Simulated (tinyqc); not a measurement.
Transparency density and B against temperature: optical gain and spontaneous emission in a bulk direct-gap semiconductor.

Parabolic bands, vertical transitions, no excitons. For each hole band j: mr = me mj/(me + mj); joint density of states J_j(E) = (mr/c)^(3/2) sqrt(E - Eg)/(2 pi^2), both spins, c = hbar^2/2m0; averaged matrix element |e.p|^2 = m0 Ep/6; alpha_j(E) = 4 pi^2 alpha_f c Ep J_j/(3 nr E) in 1/angstrom (alpha_f the fine-structure constant, listed as alpha among the constants), times 1e8 for 1/cm.

F_j(eta) = (1/Gamma(j + 1)) integral_0^infinity x^j dx/(1 + exp(x - eta)), which tends to exp(eta) for eta << 0.

Quasi-Fermi levels: n = Nc F_1/2(Fc/kT) and p = Nv F_1/2(Fv/kT), Fc counted up from the conduction edge and Fv down from the valence edge; Nc, Nv from N = 2 (m kB T/(4 pi c))^(3/2) with c = hbar^2/2m0, in 1/angstrom^3; times 1e24 for 1/cm^3, with me and (mhh^(3/2) + mlh^(3/2))^(2/3).

For band j the electron sits at Ee = (E - Eg) mr/me above its edge and the hole at Eh = (E - Eg) mr/mj; fe = 1/(1 + exp((Ee - Fc)/kT)), fh = 1/(1 + exp((Eh - Fv)/kT)); gain g = sum_j alpha_j (fe + fh - 1).

Spontaneous rate: R = integral of (nr E/(hbar c))^2/(pi^2 hbar) sum_j alpha_j fe fh dE, with alpha in 1/cm and (nr E/(hbar c))^2 in 1/cm^2 (1e16 per 1/angstrom^2); B = R/(n p); lifetime n/R.

Constants: hbar^2/2m0 = 3.80998211 eV angstrom^2; fine-structure constant alpha = 0.007297352564; kB = 8.617333262e-05 eV/K; hbar = 6.58211957e-16 eV s; hbar c = 1973.269805 eV angstrom.

Parameters, chosen for this exercise (near those of InGaAs; shifted at random, so the results belong to these values and not to a real crystal):
- Eg = 0.76 eV (direct gap)
- me = 0.0426 m0 (electron mass)
- mhh = 0.46 m0 (heavy-hole mass)
- mlh = 0.051 m0 (light-hole mass)
- Ep = 23.9 eV (Kane energy)
- nr = 3.61 (refractive index)

Eg is held fixed; B is taken at n = 1e15 1/cm^3.

Results:

| T (K) | transparency density (1/cm^3) | Fc/kT there | B (cm^3/s) |
|---|---|---|---|
| 100 | 1.43e+17 | 2.357 | 7.87e-10 |
| 150 | 2.63e+17 | 2.357 | 4.33e-10 |
| 200 | 4.05e+17 | 2.357 | 2.83e-10 |
| 250 | 5.66e+17 | 2.357 | 2.04e-10 |
| 300 | 7.44e+17 | 2.357 | 1.57e-10 |
| 350 | 9.38e+17 | 2.357 | 1.25e-10 |
| 400 | 1.15e+18 | 2.357 | 1.04e-10 |
| 500 | 1.60e+18 | 2.357 | 7.53e-11 |

Fc/kT at transparency stays at 2.357, since it depends on Nv/Nc alone, so the density goes as T^1.50. B goes as T^-1.46, against T^-1.5 for non-degenerate carriers: hot carriers spread over k and fewer pairs share a wave vector.

Program tinyqc; command `OMP_NUM_THREADS=1 python tinyqc.py 1680470 1680471 out.jsonl`; about 0.08 s on one thread of a shared Intel(R) Xeon(R) Processor @ 2.30GHz.
